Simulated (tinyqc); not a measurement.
What an interlayer buys: scattering of inversion-layer electrons by surface optical phonons of the gate insulator (remote phonon scattering). Computed by tinyqc, a small Python program. Command: `OMP_NUM_THREADS=1 python tinyqc.py 3112978 3112979 out.jsonl sophonon walk`. One thread of a shared host (Intel(R) Xeon(R) Processor @ 2.30GHz), about 0.02 s of CPU time with the checks.

One subband with the Fang-Howard envelope; insulator and channel are half-spaces, the gate is far away, and an interlayer only moves the polar surface away by t (its own modes and its permittivity contrast are left out).

Inputs (values chosen for the exercise, modelled on HfO2 on silicon): static constant of the insulator eps_0s = 22.2; intermediate constant eps_i = 6.68; optical constant eps_inf = 5.04; hbar omega_TO1 = 12.4 meV; hbar omega_TO2 = 48.3 meV; constant of the channel eps_s = 11.7; in-plane mass m = 0.183 m_0; valleys g_v = 2; sheet density n = 2.8e+12 1/cm^2; mean distance of the electrons z0 = 3/b = 2.3 nm; interlayer thickness t = 1.4 nm; temperature T = 400 K; mobility from other processes = 410 cm^2/(V s).

Screening by the channel electrons: static.

Constants: k_B = 8.617333262e-05 eV/K; hbar^2/(2 m_0) = 3.80998212 eV angstrom^2; e^2/(4 pi eps_0) = 14.39964548 eV angstrom; hbar = 6.582119569e-16 eV s; e = 1.602176634e-19 C; m_0 = 9.1093837015e-31 kg.

Method:
- eps(w) = eps_inf + (eps_0s - eps_i) w1^2/(w1^2 - w^2) + (eps_i - eps_inf) w2^2/(w2^2 - w^2). Surface modes solve eps(w) + eps_s = 0, a quadratic in w^2; the strength of a mode is g = 2/(w d eps/dw).
- Occupation N = 1/(exp(hbar w/(k_B T)) - 1).
- Density of states D = g_v m/(pi hbar^2); eta = E_F/(k_B T) = ln(exp(n/(D k_B T)) - 1); screening wave number q_s = e^2 D/(2 eps_0 eps_avg) x 1/(1 + exp(-eta)), eps_avg = (eps_s + eps_inf)/2; b = 3/z0.
- For a mode of strength g, without the occupation factor, Area x |M(q)|^2 = e^2 hbar w g/(2 eps_0 q) x (b/(b + q))^6 exp(-2 q t) / (1 + (q_s/q) H(q))^2, H = (1 + 9 x/8 + 3 x^2/8)/(1 + x)^3, x = q/b.
- Approximate momentum relaxation rate, taking tau v alike in the initial and final states: 1/tau = (m/(2 pi hbar^3)) sum over modes and over absorption (N, E' = E + hbar w) and emission (N + 1, E' = E - hbar w > 0) of [(1 - f(E'))/(1 - f(E))] int_0^(2 pi) Area |M(q)|^2 (1 - cos theta) d theta, q^2 = k^2 + k'^2 - 2 k k' cos theta, f the Fermi function; 48 midpoints in theta from 0 to pi.
- mu = (e/m) int tau E f (1 - f) dE/(k_B T int f dE), by 300 midpoints from 0 to (max(eta, 0) + 14) k_B T; Matthiessen sum with the other processes.

hbar omega_SO (meV): 1 16.7935, 2 50.7517

strengths g: 1 0.0242916, 2 0.0059471

occupations N: 1 1.59298, 2 0.29766

b = 1.30435 1/nm

q_s = 0.681170 1/nm

eta = -0.355023

Against the interlayer thickness:
```
t (nm)  remote-phonon mobility (cm^2/(V s))  total (cm^2/(V s))
0.0                              6.2581e+03              384.79
0.3                              1.0516e+04              394.61
0.6                              1.6942e+04              400.31
1.0                              2.9968e+04              404.47
1.5                              5.5724e+04              407.01
2.0                              9.5439e+04              408.25
3.0                              2.3488e+05              409.29
```

1 nm of interlayer raises the remote-phonon mobility by a factor 4.79, as exp(2 q t) with an effective q of 0.78 per nm; between 2 and 3 nm the effective q is 0.45. The total goes from 385 to 404 over the first nanometre.

Extremes, crossings and ranges named in words are read from the listed rows.
